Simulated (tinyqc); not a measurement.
Energy and delay of logic against supply voltage: one step of the calculation.

One expression serves below and above threshold: I(Vg) = Ik [ln(1 + exp((Vg - VT + dd V)/(al nf Vt)))]^al, with I_on = I(V) and I_off = I(0). Gate delay td = kd C V/I_on, clock period LD td. Per gate and cycle the switching energy is act C V^2 and the leakage energy I_off V LD td. No short-circuit current, no variation. Minima are sought above 0.09 V; below a few Vt gates no longer switch and the model has no meaning.

Problem. Currents, delay and energies. I_on, I_off, td, clock frequency 1/(LD td), both energies and their sum.

Values chosen for this exercise; values of the order met in logic technologies: temperature T = 330 K; threshold voltage at zero drain bias VT = 0.24 V; slope factor nf = 1.34; barrier lowering per volt of supply dd = 0.1; specific current of a gate Ik = 2.8 uA; exponent of the current law al = 1.35; load capacitance of a gate C = 1.4 fF; delay factor kd = 1.2; logic depth LD = 12; activity factor act = 0.02; supply voltage V = 0.7 V.

Constants: q = 1.602176634e-19 C, kB = 1.380649e-23 J/K, Vt = kB T/q. Results are converted to the units shown.

Give: I_on; I_off; td; clock frequency; switching energy; leakage energy; energy.

Solution.

I_on = 65.26 uA
I_off = 31.55 nA
td = 18.02 ps
clock frequency = 4.624 GHz
switching energy = 13.72 aJ
leakage energy = 4.776 aJ
energy = 18.50 aJ

I_on/I_off = 2070; leakage makes up 25.8 % of the energy.

Numbers from tinyqc (`OMP_NUM_THREADS=1 python tinyqc.py 2082095 2082096 out.jsonl`; about 0.01 s on one thread of a shared Intel Xeon 2.30GHz).
